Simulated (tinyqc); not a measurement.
p-n diode, drift-diffusion by the Gummel loop with Scharfetter-Gummel fluxes: one step of the calculation.

Abrupt junction at x = 0, p side from -Lp, n side to Ln, ohmic contacts. psi is counted from the intrinsic level; n = ni exp((psi - phin)/Vt), p = ni exp((phip - psi)/Vt). Contacts: p side psi = V - Vt ln(Na/ni), p = Na, n = ni^2/Na; n side psi = Vt ln(Nd/ni), n = Nd, p = ni^2/Nd. Constant mobilities, D = mu Vt, Boltzmann statistics, SRH recombination through a mid-gap level, U = (n p - ni^2)/(tp (n + ni) + tn (p + ni)). Current is positive from the p contact to the n contact.

Task. Hole continuity. With psi and the new n held, F_i = (mup Vt/h_i) [p_(i+1) B(-d_i) - p_i B(d_i)], d_i = (psi_(i+1) - psi_i)/Vt, B(d) = d/(exp(d) - 1); solve F_i - F_(i-1) = w_i [(n_i p_i - ni^2)/den_i - G] for the new p, with den = tp (n + ni) + tn (p + ni) taken at the new n and the old p, h_i = x_(i+1) - x_i, w_i = (h_(i-1) + h_i)/2; phip = psi + Vt ln(p/ni).

Values chosen for this exercise; band and dielectric values those of a made-up semiconductor: temperature T = 300 K; acceptor density of the p side Na = 4.7e17 cm^-3; donor density of the n side Nd = 1.3e16 cm^-3; hole mobility mup = 410 cm^2/(V s); SRH lifetime of electrons tn = 4e-8 s; SRH lifetime of holes tp = 4e-7 s; uniform generation rate G = 0 cm^-3 s^-1.

Constants: q = 1.602176634e-19 C, kB = 1.380649e-23 J/K, Vt = kB T/q. Results are converted to the units shown.

```
node,x (nm),psi (V),new n (cm^-3),p after Poisson (cm^-3)
0,-2000,-0.01856703,0.0078907057,4.7e17
1,-813,-0.01856703,1.7598602e7,4.7000000e17
2,-325,-0.01856703,2.4911900e7,4.7000000e17
3,-124,-0.01856671,2.7943217e7,4.6999405e17
4,-41,-0.01844579,2.9332344e7,4.6780082e17
5,-7,-0.01085805,3.9936574e7,3.4881300e17
6,7,0.06243893,6.8150815e8,2.0476587e16
7,33.3,0.16955910,4.2960728e10,3.2487621e14
8,82.8,0.32809283,1.9784437e13,7.0545370e11
9,176,0.47782406,6.4818330e15,2.1532498e9
10,351,0.49536000,1.2772871e16,1.0927070e9
11,681,0.49581234,1.2998331e16,1.0737536e9
12,1300,0.49581566,1.3e16,0.28527936
```

ni = 6.0898536e7 cm^-3

Find: new p; phip after round 1.

Result.

```
node,new p (cm^-3),phip after round 1 (V)
0,4.700e17,0.5700
1,4.700e17,0.5700
2,4.700e17,0.5700
3,4.700e17,0.5700
4,4.678e17,0.5700
5,3.488e17,0.5700
6,2.048e16,0.5700
7,3.249e14,0.5700
8,7.054e11,0.5700
9,2.137e9,0.5698
10,9.580e8,0.5666
11,6.158e8,0.5556
12,0.2853,0.0000
```

tinyqc, about 0.1 s, one thread, Intel Xeon 2.30GHz (shared host): `OMP_NUM_THREADS=1 python tinyqc.py 2240008 2240009 out.jsonl`
